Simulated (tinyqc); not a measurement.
Worked calculation: six-band Luttinger-Kohn model with strain. Values are carried at full precision from step to step, so a last printed digit may differ when a step is redone from the rounded ones.

Constants: hbar^2/2m0 = 3.80998211 eV angstrom^2.

Parameters, chosen for this exercise (near those of InP; the results hold for these values, not for the real material):
- C11 = 102.7 GPa
- C12 = 57.4 GPa
- C44 = 45 GPa
- load = uniaxial [110] (kind of stress)
- X = -2.26 GPa (stress)
- Dso = 0.106 eV (spin-orbit splitting)
- g1 = 5.1 (Luttinger gamma1)
- g2 = 1.6 (gamma2)
- g3 = 2.09 (gamma3)
- av = 0.58 eV (valence hydrostatic potential)
- b = -1.98 eV (tetragonal shear potential)
- d = -4.94 eV (trigonal shear potential)
- k = (0.059, 0.043, 0.002) 1/angstrom (wave vector)
- kmax = 0.08 1/angstrom (end of the path)

## Strain from a uniaxial [110] stress

s11 = (C11 + C12)/((C11 - C12)(C11 + 2 C12)), s12 = -C12/((C11 - C12)(C11 + 2 C12)), s44 = 1/C44; exx = s11 sxx + s12 (syy + szz) and cyclic, exy = s44 sxy/2; tension is positive. A uniaxial stress X along the unit vector n is s_ij = X n_i n_j.

s11, s12, s44 (1/TPa): [16.2493, -5.8258, 22.2222]

strain tensor, rows x, y, z and columns alike:
```
[[-0.011779, -0.012556, 0.000000],
 [-0.012556, -0.011779, 0.000000],
 [0.000000, 0.000000, 0.013166]]
```

The volume changes by -1.039 %; there is shear in the cubic axes, so d enters.

## The terms P, Q, R, S at one k

P = c g1 k^2 - av tr(e); Q = c g2 (kx^2 + ky^2 - 2 kz^2) - (b/2)(exx + eyy - 2 ezz); R = c sqrt3 [-g2 (kx^2 - ky^2) + 2i g3 kx ky] + (sqrt3/2) b (exx - eyy) - i d exy; S = 2 c sqrt3 g3 (kx - i ky) kz - d (exz - i eyz); c = hbar^2/2m0, e the strain tensor (not engineering shear).

Form the four terms.

Terms (eV):
```
term             from k  from strain
P               0.10364      0.00603
Q               0.03244     -0.04939
R     -0.01723+0.06998i    -0.06202i
S      0.00325-0.00237i      0.00000
```

## The Hamiltonian

Six-band Luttinger-Kohn model in the basis |3/2,3/2>, |3/2,1/2>, |3/2,-1/2>, |3/2,-3/2>, |1/2,1/2>, |1/2,-1/2>, electron energies, zero at the top of the unstrained valence band. H = -[rows: (P+Q, -S, R, 0, -S/r2, r2 R); (-S*, P-Q, 0, R, -r2 Q, r32 S); (R*, 0, P-Q, S, r32 S*, r2 Q); (0, R*, S*, P+Q, -r2 R*, -S*/r2); (-S*/r2, -r2 Q, r32 S, -r2 R, P+Dso, 0); (r2 R*, r32 S*, r2 Q, -S/r2, 0, P+Dso)], r2 = sqrt(2), r32 = sqrt(3/2). Levels are twofold.

Each term is the sum of its two parts.

H(k) (eV), rows 3/2,3/2, 3/2,1/2, 3/2,-1/2, 3/2,-3/2, 1/2,1/2, 1/2,-1/2 and columns alike:
```
[[-0.0927, 0.0033-0.0024i, 0.0172-0.0080i, 0, 0.0023-0.0017i, 0.0244-0.0113i],
 [0.0033+0.0024i, -0.1266, 0, 0.0172-0.0080i, -0.0240, -0.0040+0.0029i],
 [0.0172+0.0080i, 0, -0.1266, -0.0033+0.0024i, -0.0040-0.0029i, 0.0240],
 [0, 0.0172+0.0080i, -0.0033-0.0024i, -0.0927, -0.0244-0.0113i, 0.0023+0.0017i],
 [0.0023+0.0017i, -0.0240, -0.0040+0.0029i, -0.0244+0.0113i, -0.2157, 0],
 [0.0244+0.0113i, -0.0040-0.0029i, 0.0240, 0.0023-0.0017i, 0, -0.2157]]
```

## Levels and their make-up

Diagonalise H. The weights add +m and -m and are averaged over each pair; m is taken along z.

levels from the top, each twofold (eV): [-0.0755, -0.1337, -0.2257]

weights, rows |3/2,+-3/2>, |3/2,+-1/2>, |1/2,+-1/2>; columns top, second, third:
```
[[0.750, 0.221, 0.029],
 [0.192, 0.764, 0.044],
 [0.057, 0.016, 0.927]]
```

The top pair is 75 % |3/2,+-3/2>, the second pair is 76 % |3/2,+-1/2> and the third pair is 93 % |1/2,+-1/2>.

## Band edges at k = 0
Diagonalise H at k = 0. The weights add +m and -m (m along z) and are averaged over each pair.

edges from the top (eV): [0.1245, -0.0797, -0.1688]

weights at k = 0, rows |3/2,+-3/2>, |3/2,+-1/2>, |1/2,+-1/2>; columns top, second, third:
```
[[0.629, 0.311, 0.060],
 [0.192, 0.642, 0.167],
 [0.179, 0.047, 0.774]]
```

The stress splits the top two pairs by 204.2 meV, 7.90 times kT at 300 K (25.85 meV); the third lies 293.3 meV below the top, against Dso = 106 meV without stress.

## Polarisation of the edge transitions

In the basis X, Y, Z times spin, H(k = 0) has -Dso/3 + l exx + m (eyy + ezz) on the diagonal (cyclic) and n exy off it, l = av + 2 b, m = av - b, n = sqrt(3) d. Spin-orbit term (Dso/3) L.sigma on X, Y, Z with (L_k)_ij = -i epsilon_kij: <X+|H|Y+> = -i Dso/3, <X+|H|Z-> = Dso/3, <Y+|H|Z-> = -i Dso/3, <Z+|H|X-> = -Dso/3, <Z+|H|Y-> = i Dso/3, <X-|H|Y-> = i Dso/3, and their conjugates; + and - are the spin along z. The strength of a transition to an s-like conduction level for light polarised along the unit vector u is the weight of the orbital ux X + uy Y + uz Z in the valence state, summed over spin and averaged over the pair.

strain block of X, Y, Z (eV), rows X, Y, Z and columns alike:
```
[[0.04336, 0.10743, 0],
 [0.10743, 0.04336, 0],
 [0, 0, -0.10481]]
```

Relative strengths:
```
polarisation    top  second  third
[100]         0.494   0.360  0.146
[010]         0.494   0.360  0.146
[001]         0.013   0.280  0.707
[110]         0.968   0.003  0.028
[1-10]        0.019   0.717  0.264
[111]         0.650   0.095  0.255
```

The top pair is strongest for light along [110] (0.968) and weakest along [001] (0.013); without strain every direction has 1/3 on average over the fourfold top. For each polarisation the three pairs add up to 1.

## Hole masses at the edges

Curvature at k = 0: m/m0 = -2 c h^2/(E(h u) + E(-h u) - 2 E(0)) with h = 0.0002 1/angstrom along the unit vector u.

Hole masses (m0):
```
direction    top  second  third
[110]      0.079   1.133  0.548
[1-10]     1.458   0.102  0.209
[100]      0.151   0.187  0.303
[001]      0.494   0.218  0.115
```

Of the directions listed, the top pair is lightest along [110] (0.079) and heaviest along [1-10] (1.458). These masses hold only for hole energies well below the splitting of 204 meV.

## Bands along [110] and [001]

Six points from 0 to kmax in each direction.

Levels (eV):
```
direction  |k| (1/angstrom)      top   second    third  top, no stress  second, no stress
[110]                 0.000   0.1245  -0.0797  -0.1688          0.0000             0.0000
[110]                 0.016   0.1122  -0.0806  -0.1706         -0.0011            -0.0086
[110]                 0.032   0.0756  -0.0832  -0.1762         -0.0043            -0.0305
[110]                 0.048   0.0159  -0.0878  -0.1864         -0.0094            -0.0552
[110]                 0.064  -0.0594  -0.0990  -0.2045         -0.0160            -0.0757
[110]                 0.080  -0.0916  -0.1579  -0.2477         -0.0237            -0.0942
[001]                 0.000   0.1245  -0.0797  -0.1688          0.0000             0.0000
[001]                 0.016   0.1225  -0.0840  -0.1775         -0.0019            -0.0079
[001]                 0.032   0.1166  -0.0951  -0.2053         -0.0074            -0.0292
[001]                 0.048   0.1070  -0.1096  -0.2557         -0.0167            -0.0562
[001]                 0.064   0.0936  -0.1264  -0.3300         -0.0297            -0.0816
[001]                 0.080   0.0765  -0.1455  -0.4282         -0.0463            -0.1051
```

## Checks

- Levels against the same model in the basis X, Y, Z times spin: they agree to 1e-10 or better.

tinyqc: `OMP_NUM_THREADS=1 python tinyqc.py 1081079 1081080 out.jsonl`; about 0.07 s, one thread, shared Intel(R) Xeon(R) Processor @ 2.30GHz.
